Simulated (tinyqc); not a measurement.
Off-state leakage of single and stacked transistors: two steps of the calculation.

n-channel devices of unit width. Subthreshold current I(Vg, Vs, Vd) = I0 (T/300 K)^0.5 exp[(Vg - Vs - VT(T) - gb (Vs - Vb) + dd (Vd - Vs))/(nf Vt)] (1 - exp(-(Vd - Vs)/Vt)), VT(T) = VT - cT (T - 300 K). Gate-edge tunnelling Ig (Vd/1 V) exp(ag (Vd - 1 V)), for a gate at 0 V, and band-to-band leakage Ab u exp(-Bb/u), u = Vd - Vb + 1 V, flow at a drain held at V; both are taken as independent of T. In a stack of off transistors (all gates at 0 V) the same subthreshold current passes through each.

Parameters, values chosen for the exercise; values of the order met in bulk silicon logic transistors: temperature T = 378 K; supply voltage V = 0.8 V; threshold at 300 K, zero drain and body bias VT = 0.45 V; fall of the threshold with temperature cT = 0.6 mV/K; current at threshold at 300 K I0 = 0.24 uA/um; slope factor nf = 1.18; drain-induced lowering per volt dd = 0.1; rise of the threshold per volt of source-body bias gb = 0.09; gate-edge tunnelling current at 1 V Ig = 8e-6 uA/um; exponential slope of the gate current ag = 4.5 1/V; prefactor of band-to-band leakage at the drain Ab = 2 uA/(um V); its exponential voltage Bb = 21 V; body voltage Vb = 0 V.

Constants: q = 1.602176634e-19 C, kB = 1.380649e-23 J/K, Vt = kB T/q. Results are converted to the units shown.

Task 1. Leakage of one transistor. Vg = Vs = 0, Vd = V; effective threshold VT(T) - gb Vb - dd V.

Give: effective threshold; parts; total; shares.

Result 1.

effective threshold = 0.32320 V
parts (nA/um): subthreshold 0.060059, gate edge 0.0026020, band-to-band 0.030870
total = 0.093531 nA/um
shares (%): subthreshold 64.213, gate edge 2.7820, band-to-band 33.005

The subthreshold part is the largest.

Task 2. New Vx. Stack of two, Vx the node between them: I_low = I(0, 0, Vx), I_up = I(0, Vx, V), f = ln(I_up/I_low), f' = -(1 + gb + 2 dd)/(nf Vt) - 1/(Vt (exp(Vx/Vt) - 1)) - 1/(Vt (exp((V - Vx)/Vt) - 1)), Vx(new) = Vx - f/f'.

Vx after iteration 1 = 0.066158698 V

Wanted: I_low; I_up; f; f'; Vx after iteration 2.

Result 2.

I_low = 0.0077328 nA/um
I_up = 0.0077451 nA/um
f = 0.0015862
f' = -38.198 1/V
Vx after iteration 2 = 0.066200 V

Numbers from tinyqc (`OMP_NUM_THREADS=1 python tinyqc.py 2242165 2242166 out.jsonl`; about 0.04 s on one thread of a shared Intel Xeon 2.30GHz).
